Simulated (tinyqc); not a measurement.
Ferroelectric with a first-order transition, Landau-Devonshire energy: course of the iteration: polarisation on the upper branch by Newton steps.

One domain with free energy u = al P^2 + be P^4 + ga P^6 - E P, al = a0 (T - T0), be < 0 < ga (P in uC/cm^2, E in kV/cm, u in mJ/cm^3). Equilibrium: E = 2 al P + 4 be P^3 + 6 ga P^5; a state is stable against small changes where dE/dP > 0. The coercive field is that of uniform switching, which real films, switching by domains, do not reach.

f = 2 al P + 4 be P^3 + 6 ga P^5 - Ea, f' = 2 al + 12 be P^2 + 30 ga P^4, P(new) = P - f/f'.

Stop when P changes by less than 1e-10 uC/cm^2, or after 40 iterations. The rule counts as met only at the stable state of positive P.

Values chosen for this exercise:
- be = -0.00067 kV cm^5/uC^3 (quartic coefficient)
- ga = 4.3e-7 kV cm^9/uC^5 (sixth-order coefficient)
- Ea = -110 kV/cm (applied field)

P at the start = 12 uC/cm^2
al = -2.1 kV cm/uC

Course of the iteration:
```
iteration  P (uC/cm^2)  |change| (uC/cm^2)
1              22.9250                10.9
2              22.4648               0.460
3              22.4699             5.18e-3
4              22.4699             6.04e-7
5              22.4699             < 1e-11
```

Did this iteration meet its convergence test, and what does its course show?

No. The steps settle on P = 22.47 uC/cm^2, where dE/dP = -4.97 kV cm/uC is negative: an unstable state between the two wells, not the wanted one. A rerun from P = 43.6 uC/cm^2 gives 37.24 uC/cm^2.

Numbers from tinyqc (`OMP_NUM_THREADS=1 python tinyqc.py 2860046 2860047 out.jsonl`; about 0.01 s on one thread of a shared Intel Xeon 2.30GHz).
